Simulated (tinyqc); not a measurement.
Grain-boundary trapping model (Seto) of a polycrystalline semiconductor film: one step, computed by the program tinyqc. Command: `OMP_NUM_THREADS=1 python tinyqc.py 3020762 3020763 out.jsonl poly walk`. One thread of a shared host (Intel(R) Xeon(R) Processor @ 2.30GHz), about 0.01 s of CPU time with the checks.

Grains of equal size L are joined by thin boundaries with one trap level. Trapped carriers deplete a width W on each side and raise a barrier, crossed by thermionic emission. Dopants are fully ionised, statistics are non-degenerate and mu_g does not depend on T.

Question. Activation energy. N_c(T) = N_c (T/300 K)^(3/2). Filled traps Q = Q_t/(1 + (1/2) exp((E_t* - E_F)/k_B T)), where E_t* = e V_B - E_t and E_F are counted from the band edge at the grain centre. Partial depletion: Q = 2 N W, V_B = e N W^2/(2 eps eps_0), E_F = k_B T ln(N/N_c); solve for W. If that W would exceed L/2 the grain is fully depleted: W = L/2, Q = N L, and E_F follows from the trap equation. Centre density n_0 = N_c exp(E_F/k_B T). Boundary: sigma_b = L e^2 n_0 exp(-e V_B/k_B T)/sqrt(2 pi m k_B T); drift through the grain, depleted parts included: rho_g = [(1 - 2W/L) + (2W/L) int_0^1 exp(y^2 s^2) ds]/(e n_0 mu_g); rho = 1/sigma_b + rho_g. Mean carrier density n_av = n_0 [(1 - 2W/L) + (2W/L) (sqrt(pi)/2) erf(y)/y], y = sqrt(e V_B/k_B T); effective mobility 1/(e n_av rho). E_a = d ln(rho)/d(1/k_B T) from T - 5 K and T + 5 K; temperature coefficient d ln(rho)/dT.

Inputs (values chosen for the exercise, modelled on polycrystalline ZnO):
```
quantity                                     value        unit
permittivity eps                               8.3           -
effective mass m                               0.3         m_0
effective density of states at 300 K, N_c  3.9e+18      1/cm^3
grain size L                                    43          nm
trap density Q_t                           5.7e+11      1/cm^2
trap level E_t below the band edge            0.24          eV
doping N                                   3.9e+17      1/cm^3
mobility inside the grains mu_g                110  cm^2/(V s)
temperature T                                  400           K
```

Grain interior: resistance included.

Constants: k_B = 8.617333262e-05 eV/K; e = 1.602176634e-19 C; eps_0 = 8.8541878128e-12 F/m; m_0 = 9.1093837015e-31 kg; k_B = 1.380649e-23 J/K.

Give: activation energy E_a; temperature coefficient.

Answer.

activation energy E_a = 0.005470 eV

temperature coefficient = -0.03968 %/K
